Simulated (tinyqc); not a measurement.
# Schottky barrier on an n-type semiconductor, non-linear Poisson equation by Newton steps: effects of single changes

One dimension, metal at x = 0, donor density C(x) = Nd, uniform. Energies are counted from the electron Fermi level of the semiconductor and the conduction-band edge is Ec = -psi, so n = Nc exp(psi/Vt); holes follow the Fermi level of the metal, at -V, so p = Nv exp((V - psi - Eg)/Vt). Ends: psi(0) = V - phiB and psi = Vt ln(Nd/Nc) deep inside. Boltzmann statistics, full ionisation, no current, no image force in the Poisson equation.

Inputs (values chosen for the exercise); band and dielectric values those of a made-up semiconductor:
- T = 300 K (temperature)
- Eg = 0.961 eV (band gap)
- eps_r = 11 (relative permittivity)
- Nc = 2.3e19 cm^-3 (conduction-band density of states at T)
- Nv = 2.18e19 cm^-3 (valence-band density of states at T)
- Nd = 3.3e17 cm^-3 (donor density deep in the semiconductor)
- phiB = 0.42 eV (barrier height)
- V = -0.8 V (bias of the metal against the semiconductor)

Constants: q = 1.602176634e-19 C, kB = 1.380649e-23 J/K, Vt = kB T/q, eps0 = 8.8541878128e-14 F/cm where lengths are in cm. Results are converted to the units shown.

Each table varies one quantity; the others keep the values above.

## Capacitance-voltage profiling

The Poisson equation d/dx(eps0 eps_r dpsi/dx) = -q (p - n + C) is solved on a mesh of about 1000 nodes or more that ends in neutral material. C_s = q d/dV of the integral of n over x, from the linearised equation. Probed depth w = eps0 eps_r/C_s; apparent doping N_app = C_s^3/(q eps0 eps_r dC_s/dV), the derivative by central differences over +/- 0.02 V.

The same in every row: true C(w) (cm^-3) = 3.300e17.

Results:
```
V (V),C_s (nF/cm^2),w (nm),N_app (cm^-3),|E_0| (kV/cm)
0,300.9,32.37,3.290e17,175.7
-0.25,219.5,44.37,3.297e17,240.9
-0.5,181.2,53.76,3.299e17,291.8
-0.75,157.8,61.73,3.299e17,335.1
-1,141.6,68.79,3.299e17,373.4
-1.25,129.5,75.19,3.300e17,408.2
-1.75,112.5,86.58,3.300e17,470.0
-2,106.2,91.74,3.300e17,498.0
```

Estimate the missing row, V = -1.5 V.

Computed row:
```
V (V),C_s (nF/cm^2),w (nm),N_app (cm^-3),|E_0| (kV/cm)
-1.5,120.1,81.08,3.300e17,440.2
```

With this row back in the table: C_s falls from 301 to 106 nF/cm^2 while the probed depth goes from 32.4 to 91.7 nm. The apparent doping stays near 3.30e17 cm^-3. It departs most from the true doping at that depth for V = 0 V, where it is 0.29 % below it; so the doping is read well over the depths probed.

## Effect of the barrier height

First integral for uniform doping: E_0^2 = (2 q/(eps0 eps_r)) [Nd (U - Vt + Vt exp(-U/Vt)) + Vt p_0], U = Vbi - V, Vbi = phiB - Vt ln(Nc/Nd), p_0 = Nv exp((phiB - Eg)/Vt) (deep holes neglected). Image-force lowering dphi = sqrt(q E_0/(4 pi eps0 eps_r)), at x_m = sqrt(q/(16 pi eps0 eps_r E_0)). W = sqrt(2 eps0 eps_r U/(q Nd)).

Result of one run:
```
phiB (eV),Vbi (V),W (nm),E_0 (kV/cm),dphi (mV),exp(dphi/Vt),p_0/Nd
0.84,0.73028,75.086,406.27,72.927,16.793,0.61268
```

What becomes of these results when the barrier height phiB is changed from 0.84 to 0.91 eV, all else the same?

Result of the changed run:
```
phiB (eV),Vbi (V),W (nm),E_0 (kV/cm),dphi (mV),exp(dphi/Vt),p_0/Nd
0.91,0.80028,76.784,443.53,76.198,19.058,9.1871
```

The whole series:
```
phiB (eV),Vbi (V),W (nm),E_0 (kV/cm),dphi (mV),exp(dphi/Vt),p_0/Nd
0.38,0.27028,62.795,336.74,66.394,13.043,1.1470e-8
0.46,0.35028,65.099,349.40,67.630,13.682,2.5323e-7
0.54,0.43028,67.325,361.62,68.802,14.316,5.5905e-6
0.61,0.50028,69.214,371.98,69.781,14.869,8.3831e-5
0.69,0.58028,71.311,383.48,70.852,15.497,0.0018507
0.76,0.65028,73.097,393.36,71.758,16.050,0.027752
0.84,0.73028,75.086,406.27,72.927,16.793,0.61268
0.91,0.80028,76.784,443.53,76.198,19.058,9.1871
```

As phiB goes from 0.38 to 0.91, the surface field rises from 337 to 444 kV/cm, the lowering rises from 66.4 to 76.2 mV and W rises from 62.8 to 76.8 nm. From phiB = 0.91 on, holes at the metal outnumber the donors.

Computed by the program tinyqc: `OMP_NUM_THREADS=1 python tinyqc.py 2020154 2020155 out.jsonl`, one thread of a shared Intel Xeon 2.30GHz, about 0.07 s for the whole run.
